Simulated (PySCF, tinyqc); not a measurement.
Worked calculation: CCD on RHF in the sto-6g basis, for B+, spin multiplicity 1. The lowest restricted solution is unstable here: a spin-polarised one lies 0.0000 hartree lower (PySCF). One step of it, computed by the program tinyqc.

Problem. CCD: starting amplitudes. t_ij^ab = <ij||ab> / (e_i + e_j - e_a - e_b), whose energy is MP2.

orbital energies (hartree): MO1 -8.081781, MO2 -0.848596, MO3 -0.203732, MO4 -0.203732, MO5 -0.203732

Two-electron integrals over orbitals (pq|rs), unique and non-zero (hartree):
```
(11|11) 2.908459    (21|11) -0.331581   (21|21) 0.061613    (22|11) 0.754173
(22|21) -0.019824   (22|22) 0.527884    (31|31) 0.021792    (32|31) 0.027394
(32|32) 0.112848    (33|11) 0.743200    (33|21) -0.010972   (33|22) 0.534729
(33|33) 0.587109    (41|41) 0.021792    (42|41) 0.027394    (42|42) 0.112848
(43|43) 0.031641    (44|11) 0.743200    (44|21) -0.010972   (44|22) 0.534729
(44|33) 0.523827    (44|44) 0.587109    (51|51) 0.021792    (52|51) 0.027394
(52|52) 0.112848    (53|53) 0.031641    (54|54) 0.031641    (55|11) 0.743200
(55|21) -0.010972   (55|22) 0.534729    (55|33) 0.523827    (55|44) 0.523827
(55|55) 0.587109
```

Give: Starting amplitudes; correlation energy.

Solution.

Starting amplitudes (spin orbitals 1a, 1b, ...; amplitudes related by a flip of all spins are not repeated):
```
from      to        t
2a 2b  3a 3b  -0.0875
2a 2b  4a 4b  -0.0875
2a 2b  5a 5b  -0.0875
1a 2b  3a 3b  -0.0032
1a 2b  4a 4b  -0.0032
1a 2b  5a 5b  -0.0032
1a 1b  3a 3b  -0.0014
1a 1b  4a 4b  -0.0014
1a 1b  5a 5b  -0.0014
```

correlation energy = -0.030241 hartree
